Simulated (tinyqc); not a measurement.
Inversion-layer mobility, back-scattering and ballistic limit of a field-effect transistor: one step, computed by the program tinyqc. Command: `OMP_NUM_THREADS=1 python tinyqc.py 3031189 3031190 out.jsonl mos walk`. One thread of a shared host (Intel(R) Xeon(R) Processor @ 2.30GHz), about 0.01 s of CPU time with the checks.

The charge at the top of the source barrier is fixed by the gate; series resistance and short-channel effects are left out. F_j are Fermi integrals normalised to exp(eta) in the classical limit.

Problem. Effective mobility. mu_phonon = mu_ph (E_eff/1 MV/cm)^(-0.3) (T/300 K)^(-1.75); mu_rough = mu_sr (E_eff/1 MV/cm)^(-2); mu_Coulomb = mu_C (N_inv/1e12 cm^-2) (T/300 K); Matthiessen's rule adds 1/mu.

Inputs (values chosen for the exercise, modelled on a silicon p-channel):
```
quantity                                     value        unit
phonon mobility at 1 MV/cm and 300 K, mu_ph     98  cm^2/(V s)
roughness mobility at 1 MV/cm, mu_sr           150  cm^2/(V s)
Coulomb mobility at N_inv = 1e12/cm^2, mu_C    230  cm^2/(V s)
temperature T                                  300           K
```

Statistics at the top of the barrier: Fermi-Dirac.

inversion density N_inv = 2.155276e+12 1/cm^2

effective field E_eff = 0.1945160 MV/cm

Give: phonon part; roughness part; Coulomb part; effective mobility mu.

Solution.

phonon part = 160.2 cm^2/(V s)

roughness part = 3964 cm^2/(V s)

Coulomb part = 495.7 cm^2/(V s)

effective mobility mu = 117.5 cm^2/(V s)

The phonon part is the lowest and holds 73 % of 1/mu.
